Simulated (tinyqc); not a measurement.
## Voltage drop against the resistance of a horizontal segment

A grid of 25 by 25 nodes with segments Rx (rows) and Ry (columns); every node draws I1 and the central node kh I1; pads with resistance Rp sit at the nodes whose row and column are multiples of the pitch, counting from 0. The drops u = Vdd - V follow from G u = i, with G the conductance matrix and i the load currents, solved directly. Here the pitch is 12.

Inputs (values chosen for the exercise):

| symbol | value | unit | meaning |
|---|---|---|---|
| Vdd | 0.7 | V | supply voltage |
| Ry | 0.5 | ohm | resistance of a vertical segment |
| Rp | 0.047 | ohm | resistance from a pad node to the supply |
| kh | 3 |  | factor on the load at the hot node |
| I1 | 0.21 | mA | load current of a node in the large grid |

Results:

| Rx (ohm) | pads | worst drop (mV) | mean drop (mV) | largest drop at a pad (mV) | largest pad current (mA) | worst drop over Vdd (%) |
|---|---|---|---|---|---|---|
| 0.036 | 9 | 3.291 | 2.589 | 1.144 | 24.35 | 0.4702 |
| 0.073 | 9 | 3.768 | 3.056 | 1.160 | 24.69 | 0.5383 |
| 0.15 | 9 | 4.559 | 3.819 | 1.169 | 24.86 | 0.6512 |
| 0.29 | 9 | 5.700 | 4.886 | 1.176 | 25.02 | 0.8142 |
| 1.2 | 9 | 11.04 | 9.248 | 1.223 | 26.01 | 1.578 |
| 2.3 | 9 | 16.31 | 13.04 | 1.259 | 26.80 | 2.330 |

Estimate the missing row, Rx = 0.58 ohm.

Computed row:

| Rx (ohm) | pads | worst drop (mV) | mean drop (mV) | largest drop at a pad (mV) | largest pad current (mA) | worst drop over Vdd (%) |
|---|---|---|---|---|---|---|
| 0.58 | 9 | 7.631 | 6.558 | 1.192 | 25.36 | 1.090 |

With this row back in the table: The worst drop rises from 3.29 to 16.3 mV and the mean drop rises from 2.59 to 13.0 mV. The worst drop goes as Rx^(0.19) between the first two rows and Rx^(0.60) between the last two. The central node is itself a pad.

Numbers from tinyqc (`OMP_NUM_THREADS=1 python tinyqc.py 2770136 2770137 out.jsonl`; about 0.3 s on one thread of a shared Intel Xeon 2.30GHz).
